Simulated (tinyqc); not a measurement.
Worked calculation: Hueckel theory of the pi electrons with the omega technique, for the molecule BC=C[CH2] (SMILES; centres numbered as the heavy atoms are written). One step of it, computed by the program tinyqc.

Task: Energy, charges, bond orders. E = sum n x; q_r = z_r - P_rr; bond order p = P_rs; free valence = sqrt(3) - sum of p over the bonds of the atom.

final x values: [1.525509, 0.236320, -1.042703, -1.719127]

occupations: [2.000000, 1.000000, 0.000000, 0.000000]

final P, order 1B, 2C, 3C, 4C:
$$\begin{pmatrix}
0.139831 & 0.352609 & 0.156664 & -0.086778 \\
0.352609 & 0.980046 & 0.661306 & 0.062480 \\
0.156664 & 0.661306 & 0.955545 & 0.726902 \\
-0.086778 & 0.062480 & 0.726902 & 0.924578
\end{pmatrix}$$

Centres:
```
centre  z_r, pi electrons of the neutral centre          h
1B                                            0  -1.000000
2C                                            1   0.000000
3C                                            1   0.000000
4C                                            1   0.000000
```

Bonds:
```
i  j         k
1  2  0.700000
2  3         1
3  4         1
```

Give: pi energy = 3 alpha + this times beta; pi charges; Bond orders and lengths from R = 1.517 - 0.180 p; free valence of the carbons; gap between the highest filled and the next level.

Result:

pi energy = 3 alpha + this times beta = 3.2873

pi charges: 1B -0.1398, 2C 0.0200, 3C 0.0445, 4C 0.0754

Bond orders and lengths from R = 1.517 - 0.180 p (angstrom, C-C alone):
```
bond       p       R
1-2   0.3526       -
2-3   0.6613  1.3980
3-4   0.7269  1.3862
```

free valence of the carbons: 2C 0.7181, 3C 0.3438, 4C 1.0051

gap between the highest filled and the next level = 1.2790 |beta|
